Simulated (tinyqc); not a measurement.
Changing the noise amplitude: cluster expansion of a binary alloy: correlations, fit, cross-validation and ground states. Computed by tinyqc, a small Python program. Command: `OMP_NUM_THREADS=1 python tinyqc.py 3019392 3019393 out.jsonl clex sweep`. One thread of a shared host (Intel(R) Xeon(R) Processor @ 2.30GHz), about 0.06 s of CPU time with the checks.

s = +1 for A and -1 for B. Energy per site E = J0 + J1 P(point) + sum over clusters of m V P, with P the mean product of spins; V > 0 on a pair favours unlike neighbours. Clusters per site m: pair 1 4, pair 2 3, pair 3 6, triplet 12; the triplet is two first-neighbour bonds closed by a second-neighbour bond. Formation energies are counted from the line between pure A and pure B, which removes J0 and J1.

Inputs (values chosen for the exercise, for a model alloy): first-pair interaction V1 = -23.5 meV; second-pair interaction V2 = 8.8 meV; third-pair interaction V3 = -0.26 meV; triplet interaction Vt = -1.8 meV.

Lattice: bcc.

correlations P, counted on periodic cells, rows A, A3B D0_3, A3B (001) layers, A2B C11_b, AB B2, AB B32, A2B2 B11, AB (110) layers, AB2 C11_b, AB3 D0_3, AB3 (001) layers, B, columns point, pair 1, pair 2, pair 3, triplet:
$$\begin{pmatrix}
1.000000 & 1.000000 & 1.000000 & 1.000000 & 1.000000 \\
0.500000 & 0.000000 & 0.000000 & 1.000000 & -0.500000 \\
0.500000 & 0.000000 & 0.666667 & 0.333333 & 0.166667 \\
0.333333 & -0.333333 & 0.555556 & 0.111111 & -0.111111 \\
0.000000 & -1.000000 & 1.000000 & 1.000000 & 0.000000 \\
0.000000 & 0.000000 & -1.000000 & 1.000000 & 0.000000 \\
0.000000 & 0.000000 & 0.333333 & -0.333333 & 0.000000 \\
0.000000 & 0.000000 & -0.333333 & -0.333333 & 0.000000 \\
-0.333333 & -0.333333 & 0.555556 & 0.111111 & 0.111111 \\
-0.500000 & 0.000000 & 0.000000 & 1.000000 & 0.500000 \\
-0.500000 & 0.000000 & 0.666667 & 0.333333 & -0.166667 \\
-1.000000 & 1.000000 & 1.000000 & 1.000000 & -1.000000
\end{pmatrix}$$

standard normal numbers for the noise (0 for the pure ends): A 0.000, A3B D0_3 -1.805, A3B (001) layers 0.340, A2B C11_b -0.851, AB B2 -1.717, AB B32 0.570, A2B2 B11 0.177, AB (110) layers -0.016, AB2 C11_b -1.939, AB3 D0_3 -0.286, AB3 (001) layers 1.576, B 0.000

Method:
- Design matrix of formation energies: m (P - 1) for pairs and m (P(triplet) - P(point)) for the triplet; x = (1 - P(point))/2.
- Exact: X V with V = (V1, V2, V3, Vt). The data to fit add the noise amplitude times the normal numbers, standing for what the clusters leave out.
- Leave out pair 3: A = X^T X and b = X^T E (E being the data with noise) over these three columns; solve A V = b. The root-mean-square error runs over the structures between the pure ends.
- For each set, H = X (X^T X)^-1 X^T over the structures between the ends; residual e = E - H E; leave-one-out error e_i/(1 - H_ii); both as root mean squares.

One run for each value; columns: (1) noise amplitude (meV/site); (2) leave-one-out error without pair 3 (meV/site); (3) leave-one-out error with all four (meV/site); (4) root-mean-square error of the three-cluster fit (meV/site):
```
(1)       (2)     (3)     (4)
0.23    1.569   0.308   0.972
0.45    1.730   0.602   1.093
0.88    2.122   1.178   1.391
1.70    3.014   2.276   2.065
6.30    8.734   8.433   6.302
12.00  16.039  16.063  11.676
24.00  31.491  32.126  23.030
```

Give the missing row, noise amplitude (meV/site) = 3.30.

Computed row; columns: (1) noise amplitude (meV/site); (2) leave-one-out error without pair 3 (meV/site); (3) leave-one-out error with all four (meV/site); (4) root-mean-square error of the three-cluster fit (meV/site):
```
(1)     (2)    (3)    (4)
3.30  4.947  4.417  3.505
```

Interpolating between the two neighbouring rows (the first column on a logarithmic scale, the others too where they are positive) misses most in leave-one-out error without pair 3 (meV/site), by 4.4 %. Over the rows, leave-one-out error without pair 3 (meV/site) rises from 1.57 to 31.5 (exponent d ln y / d ln x 0.15 between the first rows and 0.97 between the last); leave-one-out error with all four (meV/site) rises from 0.308 to 32.1 (exponent d ln y / d ln x about 1.0 throughout); root-mean-square error of the three-cluster fit (meV/site) rises from 0.972 to 23.0 (exponent d ln y / d ln x 0.17 between the first rows and 0.98 between the last). With all four clusters the error is pure noise and scales with it. Leaving out pair 3 leaves a floor set by V3 once the noise is small enough, but predicts better from a noise of 12 meV on.
